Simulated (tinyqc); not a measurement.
Inputs raised by 10 %, one at a time: sputter depth profiling of a dopant layer: erosion rate, quantification and the mixing-roughness response. Computed by tinyqc, a small Python program. Command: `OMP_NUM_THREADS=1 python tinyqc.py 3025193 3025194 out.jsonl sims sens`. One thread of a shared host (Intel(R) Xeon(R) Processor @ 2.30GHz), about 0.2 s of CPU time with the checks.

A rastered ion beam erodes silicon (49.94 atoms per nm^3). The measured profile is the true one convolved with a depth response.

Inputs (values chosen for the exercise, modelled on a dopant in silicon under an oxygen or caesium beam): beam energy E = 1.4 keV; beam current = 210 nA; raster side = 500 um; sputter yield at 1 keV = 0.7; mixing length at 1 keV = 1.3 nm; roughness sigma = 1.2 nm; depth of the top edge z0 = 47 nm; box width b = 15 nm; box concentration C = 9.4e+19 1/cm^3; relative sensitivity factor RSF = 4.7e+21 1/cm^3; matrix count rate = 470000 1/s; background count rate = 2.1 1/s; counting time per point = 0.5 s; level that defines the junction C_B = 3e+17 1/cm^3.

True profile: box.

Constants: e = 1.602176634e-19 C.

Method:
- Scaling chosen for the exercise: yield Y = Y1 E^0.5, mixing length w = w1 E^0.5 (E in keV).
- Erosion rate = Y I/(e x raster^2 x density); depth step = rate x counting time; concentration = RSF x counts/matrix counts; detection limit = RSF x 3 sqrt(background x time)/(matrix rate x time).
- Mixing alone turns a layer at z0 into (1/w) exp(-(z - z0 + w)/w) for z > z0 - w; roughness adds a Gaussian of width sigma. With x = z - z0 + w: g(x) = (1/(2w)) exp(sigma^2/(2 w^2) - x/w) erfc((sigma/w - x/sigma)/sqrt2), and its integral G(x) = (1/2) erfc(-x/(sigma sqrt2)) - w g(x). Measured: C [G(x) - G(x - b)].
- Find the maximum, the full width at half maximum and the deep point where the profile falls to C_B; far down, the trailing edge decays by w ln(10) per decade.
- Convolution adds means and variances: the response has mean 0 (shift -w plus exponential mean w) and variance w^2 + sigma^2; a box adds the mean b/2 and the variance b^2/12.

Runs; columns: (1) input moved; (2) from; (3) to; (4) peak concentration (1/cm^3); (5) apparent junction depth (nm); (6) erosion rate (nm/s); (7) standard deviation (nm):
```
(1)                                               (2)        (3)        (4)    (5)      (6)    (7)
base run                                            -          -  9.390e+19  69.77  0.08695  4.749
beam energy E (keV)                               1.4       1.54  9.387e+19  70.10  0.09120  4.774
mixing length at 1 keV (nm)                       1.3       1.43  9.384e+19  70.46  0.08695  4.801
roughness sigma (nm)                              1.2       1.32  9.387e+19  69.87  0.08695  4.781
box width b (nm)                                   15       16.5  9.396e+19  71.27  0.08695  5.147
level that defines the junction C_B (1/cm^3)    3e+17    3.3e+17  9.390e+19  69.62  0.08695  4.749
box concentration C (1/cm^3)                  9.4e+19  1.034e+20  1.033e+20  69.92  0.08695  4.749
beam current (nA)                                 210        231  9.390e+19  69.77  0.09565  4.749
```

Exponents ln(y'/y) / ln(x'/x):
```
input                                peak concentration  apparent junction depth  erosion rate  standard deviation
beam energy E                                    -0.003                    0.050           0.5               0.055
mixing length at 1 keV                           -0.007                    0.103           0.0               0.114
roughness sigma                                  -0.003                    0.015           0.0               0.070
box width b                                       0.006                    0.223           0.0               0.844
level that defines the junction C_B               0.000                   -0.022           0.0               0.000
box concentration C                               1.000                    0.022           0.0               0.000
beam current                                      0.000                    0.000           1.0               0.000
```

Which inputs matter most for each result?

Among the inputs moved here: peak concentration answers most in size to box concentration C (exponent +1.000), next to mixing length at 1 keV (-0.007); its exponent is below 0.0005 for level that defines the junction C_B, beam current. Its exponent +0.006 in box width b: the box is resolved. Its exponent +1.000 in box concentration C: convolution is linear. Apparent junction depth answers most in size to box width b (exponent +0.223), next to mixing length at 1 keV (+0.103); its exponent is below 0.0005 for beam current. Erosion rate answers most in size to beam current (exponent +1.000), next to beam energy E (+0.500); its exponent is below 0.0005 for mixing length at 1 keV, roughness sigma, box width b, level that defines the junction C_B, box concentration C. Its exponent +0.500 in beam energy E: the chosen yield law. Standard deviation answers most in size to box width b (exponent +0.844), next to mixing length at 1 keV (+0.114); its exponent is below 0.0005 for level that defines the junction C_B, box concentration C, beam current.

Extremes, crossings and ranges named in words are read from the listed rows.
